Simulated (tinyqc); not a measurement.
Thermal boundary conductance by the acoustic and diffuse mismatch models: one step, computed by the program tinyqc.

Each side has one longitudinal and two transverse Debye branches, omega = v q up to q_D = (6 pi^2 n)^(1/3), with n counting all atoms. Scattering at the interface is elastic. Electrons are left out of G, also for metals. Melting is ignored. G refers to the temperatures of the phonons sent towards the interface. Linear branches over all atoms overstate G at high T, most for crystals with several atoms a cell.

Task: Diffuse mismatch: transmission at low frequency. A phonon forgets its side and branch: alpha(1 to 2) = S_2/(S_1 + S_2), S_i = 1/vL_i^2 + 2/vT_i^2.

Inputs (values chosen for the exercise, for two model solids): longitudinal velocity vL_1 = 3880 m/s; transverse velocity vT_1 = 2210 m/s; longitudinal velocity vL_2 = 13100 m/s; transverse velocity vT_2 = 6150 m/s.

Structure: film on a substrate.

Give: S_1; S_2; diffuse alpha, 1 to 2.

Result:

S_1 = 4.7592e-07 s^2/m^2

S_2 = 5.8706e-08 s^2/m^2

diffuse alpha, 1 to 2 = 0.10981
